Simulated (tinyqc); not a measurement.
# From decay length back to impurity potential U

Model: Koster-Slater impurity in a tight-binding band, by Green functions and by supercells. Computed by tinyqc, a small Python program. Command: `OMP_NUM_THREADS=1 python tinyqc.py 3021658 3021659 out.jsonl kosterslater inv`. One thread of a shared host (Intel(R) Xeon(R) Processor @ 2.30GHz), about 0.1 s of CPU time with the checks.

One orbital per site, e(k) = -2 t sum cos(k_i) over 3 direction(s), band from -6 t to 6 t, lattice constant 1. One site has the extra energy U. Spin is left out.

Inputs (values chosen for the exercise, for a model band): hopping t = 1.6 eV.

Lattice: simple cubic.

Method:
- Outside the band G0(E) = (1/pi) int_0^pi dk (2/(pi z)) K(16 t^2/z^2), z = E + 2 t cos k, K the complete elliptic integral with parameter m; 200 Gauss-Legendre points.
- A bound state solves 1/U = G0(E).
- Bisection in ln(distance from the edge) between 1e-5 t and |U| + t. Weight on the impurity site: -1/(U^2 dG0/dE), by a central difference with step min(1e-4 t, distance/30). Decay length along an axis: 1/arccosh(1 + distance/(2 t)).

Problem. A run gave the result below. Find the impurity potential U, known to lie between -16 and -8.2 eV.

decay length = 0.756067 sites

Solution.

Each step takes the trial c = (a f_b - b f_a)/(f_b - f_a), f being the result less the target; c replaces end b, the old b replaces a if the sign of f changed, and otherwise f_a is halved.

Scan of the range:
```
impurity potential U (eV)  decay length (sites)
-16.0                                   0.53580
-14.7                                   0.57513
-13.4                                   0.62743
-12.1                                   0.70111
-10.8                                   0.81411
-9.5                                    1.01320
-8.2                                    1.47311
```

False position (Illinois rule) inside the bracket:
```
step     end a     end b     trial  decay length (sites)
1     -12.1000  -10.8000  -11.4677              0.749359
2     -10.8000  -11.4677  -11.3985              0.755320
3     -10.8000  -11.3985  -11.3835              0.756635
4     -11.3985  -11.3835  -11.3900              0.756066
5     -11.3835  -11.3900  -11.3900              0.756067
6     -11.3835  -11.3900  -11.3900              0.756067
7     -11.3900  -11.3900  -11.3900              0.756067
```

Decay length rises at every point of a 13-point scan of the range (every second point is shown), so one value fits; it is bracketed by -12.1 and -10.8. Answer: impurity potential U = -11.39 eV.
